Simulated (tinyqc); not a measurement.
Electron continuity equation in a given potential, Scharfetter-Gummel discretisation: error of the current against the mesh.

Steady state in one dimension: J = q mu n E + q D dn/dx with E = -dpsi/dx and D = mu Vt, dJ/dx = q (n/tau - G), fixed densities nL and nR at the ends. The potential is given, psi = U x/L, and is not changed by the electrons.

Fluxes J_i = (q D/h)(n_(i+1) P_i - n_i Q_i), d_i = (psi_(i+1) - psi_i)/Vt: Scharfetter-Gummel P = B(d), Q = B(-d), B(d) = d/(exp(d) - 1); central P = 1 - d/2, Q = 1 + d/2; upwind P = 1 + max(-d, 0), Q = 1 + max(d, 0). Balance at each inner node: J_i - J_(i-1) = q h (n_i/tau - G). The reference is Scharfetter-Gummel on 4000 intervals or more. Errors are those of J on the first interval against the reference at its midpoint; errors under 1e-6 % are printed as 0.

Inputs (values chosen for the exercise); mobility close to that of silicon at room temperature: temperature T = 400 K; electron mobility mu = 1340 cm^2/(V s); length of the region L = 1 um; density at x = 0 nL = 7e12 cm^-3; density at x = L nR = 6.6e13 cm^-3; lifetime tau = 1.3e-11 s; uniform generation rate G = 0 cm^-3 s^-1; potential difference psi(L) - psi(0) U = 0.25 V.

Constants: q = 1.602176634e-19 C, kB = 1.380649e-23 J/K, Vt = kB T/q. Results are converted to the units shown.

Error of the current against the mesh:

| N | largest \|d\| | reference J (A/cm^2) | SG error (%) | central error (%) | upwind error (%) |
|---|---|---|---|---|---|
| 5 | 1.451 | -3.912 | 4.58 | 1.53 | 10.8 |
| 10 | 0.7253 | -4.288 | 1.10 | 0.357 | 5.74 |
| 20 | 0.3626 | -4.490 | 0.265 | 0.0849 | 2.89 |
| 40 | 0.1813 | -4.594 | 0.0649 | 0.0206 | 1.44 |
| 80 | 0.09066 | -4.647 | 0.0160 | 5.07e-3 | 0.719 |
| 160 | 0.04533 | -4.674 | 3.98e-3 | 1.25e-3 | 0.359 |

From N = 80 to 160 the error shrinks by 4.0 (Scharfetter-Gummel), 4.0 (central), 2.0 (upwind); 4 marks second order and 2 first order. At N = 5 the errors are 4.6, 1.5 and 11 %.

tinyqc, about 0.01 s, one thread, Intel Xeon 2.30GHz (shared host): `OMP_NUM_THREADS=1 python tinyqc.py 2220132 2220133 out.jsonl`
